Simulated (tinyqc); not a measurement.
Three-level Kane dispersion of a narrow-gap semiconductor: sweeps and comparisons. A value that a table varies takes the place of the one given here.

Zero of energy at Gamma8, c = hbar^2/2m0, P^2 = Ep c. The free-electron term and remote bands are left out, so the heavy holes are flat at E = 0 and the other three bands obey E (E - Eg)(E + Dso) = P^2 k^2 (E + 2 Dso/3). The conduction band is the highest root; its edge is Ec = max(Eg, 0).

Degenerate electrons at T = 0: kF = (3 pi^2 n)^(1/3), 1 cm^-3 = 1e-24 angstrom^-3; EF is the highest root at kF. The momentum (cyclotron, optical) mass is m(E) = hbar^2 k/(dE/dk) = c d(k^2)/dE with d(k^2)/dE = k^2 [1/E + 1/(E - Eg) + 1/(E + Dso) - 1/(E + 2 Dso/3)]; the density of states is k d(k^2)/dE/(2 pi^2).

Edge mass m0* = 3 |Eg|/(2 Ep).
Constants: hbar^2/2m0 = 3.80998211 eV angstrom^2.

Values chosen for the exercise (near those of HgTe; shifted at random, so the results belong to these values and not to a real crystal):
```
symbol  value    unit        meaning
Eg      -0.305   eV          E(Gamma6) - E(Gamma8)
Dso     1.13     eV          spin-orbit splitting
Ep      19       eV          Kane energy
k       0.023    1/angstrom  wave vector
n       2.5e+17  cm^-3       electron density
```

## Filling the band

n from 1e15 to 1e19 cm^-3. The last column is the local power d ln(EF - Ec)/d ln n = kF^2/(1.5 (EF - Ec) d(k^2)/dE).

Results:
```
n (cm^-3)  kF (1/angstrom)  EF - Ec (meV)  parabolic (meV)   m(EF)  m(EF)/m0*  power
1.0e+15            0.00309            1.5              1.5  0.0243       1.01  0.664
1.0e+16            0.00667            6.9              7.0  0.0250       1.04  0.654
3.0e+16            0.00961           14.1             14.6  0.0260       1.08  0.642
1.0e+17            0.01436           30.1             32.6  0.0281       1.17  0.619
3.0e+17            0.02071           58.4             67.9  0.0319       1.32  0.586
1.0e+18            0.03094          115.0            151.4  0.0391       1.62  0.540
3.0e+18            0.04462          203.4            315.0  0.0500       2.08  0.498
1.0e+19            0.06665          360.9            702.9  0.0685       2.84  0.457
```

The power falls from 0.664 to 0.457: 2/3 marks a parabola, 1/3 a linear band. The parabola is within 10 % up to n = 1.0e+17 cm^-3. The mass has doubled by n = 3.0e+18 cm^-3 and ends at 2.8 times its edge value.

## Closing and inverting the gap

Eg is varied at fixed k, Dso and Ep. Edge mass: Eg (Eg + Dso)/(Ep (Eg + 2 Dso/3)) for Eg > 0, 3 |Eg|/(2 Ep) for Eg < 0. The Gamma6 weight of the conduction state is 1/(1 + P^2 k^2 [(2/3)/E^2 + (1/3)/(E + Dso)^2]).

Results:
```
Eg (eV)      m0*  highest root (eV)  middle (eV)  lowest (eV)  E - Ec (meV)  Gamma6 weight
-0.200   0.01579             0.0910      -0.2771      -1.1439          91.0          0.244
-0.100   0.00789             0.1211      -0.2086      -1.1425         121.1          0.364
-0.040   0.00316             0.1455      -0.1737      -1.1418         145.5          0.452
-0.010   0.00079             0.1597      -0.1582      -1.1415         159.7          0.498
0.010    0.00079             0.1700      -0.1487      -1.1413         160.0          0.529
0.040    0.00310             0.1865      -0.1355      -1.1410         146.5          0.574
0.100    0.00759             0.2236      -0.1131      -1.1405         123.6          0.659
0.200    0.01469             0.2954      -0.0857      -1.1397          95.4          0.770
```

The edge mass vanishes with |Eg| from both sides, yet the kinetic energy at this k stays finite, at most 160.0 meV in the table; at Eg = 0 the two-level form, without the split-off band, gives the linear value sqrt(2/3) P k = 159.8 meV. The Gamma6 weight of the conduction state goes smoothly from 0.24 to 0.77 and is 0.50 and 0.53 in the two rows next to Eg = 0: at finite k nothing jumps at the inversion.

## What each parameter does

Edge mass, EF - Ec and m(EF). Each row changes one parameter from the base and keeps the others.

Results:
```
case             m0* (m0)  EF - Ec (meV)  m(EF) (m0)
base              0.02408          52.42     0.03108
n = 5e+17 cm^-3   0.02408          78.36     0.03445
Eg = -0.3507 eV   0.02769          47.01     0.03384
Dso = 1.2995 eV   0.02408          52.29     0.03122
Ep = 21.85 eV     0.02094          59.30     0.02781
```

The largest shifts from the base row, up to three for each result and ties (the steps differ in size, so this ranks the rows, not the parameters). m0* (m0): Eg +0.00361, Ep -0.00314; unchanged at the printed digits by n and Dso. EF - Ec (meV): n +25.94, Ep +6.88, Eg -5.41. m(EF) (m0): n +0.00336, Ep -0.00327, Eg +0.00276.

(tinyqc, `OMP_NUM_THREADS=1 python tinyqc.py 1080003 1080004 out.jsonl`, Intel(R) Xeon(R) Processor @ 2.30GHz, 1 thread, shared host, about 0.01 s.)
